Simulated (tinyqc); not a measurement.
Effective mass of the conduction band from tabulated energies: one step. Finite differences. The numbers come from values chosen for the exercise (band of an eight-band Kane model near InSb).

c = hbar^2/2m0.
Constants: hbar^2/2m0 = 3.80998211 eV angstrom^2.

Energies along [110], from the band edge:
```
k (1/angstrom)    E (meV)
0.0000000        0.000000
0.0016000        0.720400
0.0032000        2.857600
0.0048000        6.343300
0.0064000       11.075500
0.0080000       16.932000
0.0096000       23.783400
0.0112000       31.503200
0.0128000       39.974500
```

reference mass (curvature of the model at k = 0.0001 1/angstrom) = 0.0135002 m0

Problem. The band is even in k. m = c k^2/E(k) from the points 1, 2, 4 (k = 0 is point 0); Richardson from points 1 and 2: c/m = [16 E(k1) - E(k2)]/(12 k1^2).

Give: m from points 1, 2, 4; m by Richardson.

Solution.

m from points 1, 2, 4 (m0): [0.01354, 0.01365, 0.01409]

m by Richardson = 0.01350 m0

Errors against the reference: +0.29, +1.13 and +4.37 % and +0.01 %. The extrapolation removes the k^4 term.

Computed by tinyqc, a small Python program: `OMP_NUM_THREADS=1 python tinyqc.py 1881145 1881146 out.jsonl` (the numbers bound the seed that draws the inputs); one thread of a shared host (Intel(R) Xeon(R) Processor @ 2.30GHz), about 0.01 s for the whole set of steps.
